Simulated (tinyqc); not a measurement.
The three schemes as the step is halved: finite-difference solution of the diffusion equation on a small grid. Computed by tinyqc, a small Python program. Command: `OMP_NUM_THREADS=1 python tinyqc.py 3018161 3018162 out.jsonl fdiff walk`. One thread of a shared host (Intel(R) Xeon(R) Processor @ 2.30GHz), about 0.01 s of CPU time with the checks.

dC/dt = D d2C/dx2 on nodes x_j = j dx, j = 0..11; the far end is sealed.

Inputs (values chosen for the exercise): diffusivity D = 6.6 nm^2/s; grid spacing dx = 50 nm; time step dt = 110 s; final time t_f = 2200 s; surface value C_s = 65 % of a reference.

Boundary at x = 0: fixed surface value. Scheme: explicit.

start values C_j, j = 0, 1, ... (% of a reference): [0, 0, 0, 0, 0, 0, 0, 0, 0, 0, 0, 0]

Method:
- The operator M acts as (M C)_j = C_(j-1) - 2 C_j + C_(j+1); at the sealed far end a mirror node gives 2 C_(N-2) - 2 C_(N-1); at j = 0, C_0 is held at C_s from the start (row of zeros).
- r = D dt/dx^2.
- The mode of M with eigenvalue mu has its amplitude multiplied per step by g = (1 + (1 - theta) r mu)/(1 - theta r mu), with theta = 0 explicit, 1 implicit, 1/2 Crank-Nicolson; the explicit scheme is stable for r up to 2/|mu_min|.
- With r = D dt/dx^2: (1 - theta r M) C(new) = (1 + (1 - theta) r M) C(old); theta = 0 explicit, 1 implicit, 1/2 Crank-Nicolson.
- Each run reaches t_f in n equal steps; errors are the largest difference from exp(M D t_f/dx^2) C(0). A dash marks unstable explicit runs.

largest stable r of the explicit scheme = 0.502558

Largest error at t_f (%):
```
steps n       r  explicit  implicit  Crank-Nicolson
4        1.4520         -    2.1703      4.0299e-01
8        0.7260         -    1.0820      4.7988e-02
16       0.3630   0.53415    0.5374      1.2062e-02
32       0.1815   0.26559    0.2674      3.0194e-03
64       0.0907   0.13260    0.1334      7.5509e-04
128      0.0454   0.06640    0.0666      1.8879e-04
256      0.0227   0.03322    0.0333      4.7198e-05
```

What does the comparison show, and why?

From the last two rows, halving the step divides the error by 2.00 (explicit), 2.00 (implicit), 4.00 (Crank-Nicolson): a factor 2 marks first order in dt and 4 second order. The explicit scheme needs n of at least 12 to be stable; the other two are stable at any step.

Extremes, crossings and ranges named in words are read from the listed rows.
